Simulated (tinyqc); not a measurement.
# Mobility, diffusion coefficient and lifetime from two collectors

Inverse problem. For an injected sheet in a field F the peak time tp at distance L obeys u^2 tp^2 + 2 D tp = L^2 with u^2 = v^2 + 4 D/tau, and the pulse area goes as exp(L (v - u)/(2 D)); v = mu F. Find u, D, mu and tau without using the Einstein relation.

Parameters, values chosen for the exercise:
- F = 38 V/cm (sweep field along the drift)

distances (um): 150  270
peak times (us): 1.65362539  3.02815262
ratio of the areas, far over near = 0.220009251

Answer. The two peak times give two linear equations for u^2 and D; the area ratio gives v - u, and u^2 - v^2 = 4 D/tau gives tau.

u = 8727 cm/s
D = 5.067 cm^2/s
mu = 196.0 cm^2/(V s)
tau = 9.800e-7 s

tinyqc, about 0.01 s, one thread, Intel Xeon 2.30GHz (shared host): `OMP_NUM_THREADS=1 python tinyqc.py 2310109 2310110 out.jsonl`
